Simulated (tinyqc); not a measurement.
Armchair graphene nanoribbon in tight binding: one step. The gap with the edge correction. Two cases, with inputs chosen for the exercise.

Question. First order in d: for the mode p nearest to c = -1/2 the gap is 2t |1 + 2c + d w|, w = 4 sin^2(p pi/(N + 1))/(N + 1) being the weight on the two edge lines. Compare with twice the smallest |E| of H(0).

An armchair ribbon of N dimer lines, width (N - 1) sqrt3 acc/2, period 3 acc, one pz orbital a site. In line n, A_n binds to B_n with -t exp(ik/3), times (1 + d) in the two edge lines, and to B_(n-1) and B_(n+1) with -t exp(-ik/6); k runs from -pi to pi. For d = 0 the modes across the ribbon are sin(n p pi/(N + 1)), p = 1 to N, with E = -/+ t sqrt(1 + 4 c^2 + 4 c cos(k/2)), c = cos(p pi/(N + 1)).

Give: p; w; gap to first order; gap from H(0).

Case 1.

Values chosen (out of a larger set: near those used for graphene; not measured data): t = 2.54 eV (hopping); N = 6 (dimer lines); d = 0 (relative strengthening of the edge bonds).

Answer.

p = 5
w = 0.3493
gap to first order = 1.2547 eV
gap from H(0) = 1.2547 eV

With d = 0 the two agree.

Case 2.

Values chosen (out of a larger set: near those used for graphene; not measured data): t = 2.91 eV (hopping); N = 5 (dimer lines); d = 0.12 (relative strengthening of the edge bonds).

Answer.

p = 4
w = 0.5000
gap to first order = 0.3492 eV
gap from H(0) = 0.3387 eV

First order misses the full value by +10.5 meV.

Computed by tinyqc, one run a case: `OMP_NUM_THREADS=1 python tinyqc.py N N+1 out.jsonl` with N = 1481825, 1482112; one thread of a shared Intel(R) Xeon(R) Processor @ 2.30GHz, about 0.04 s a run at most.
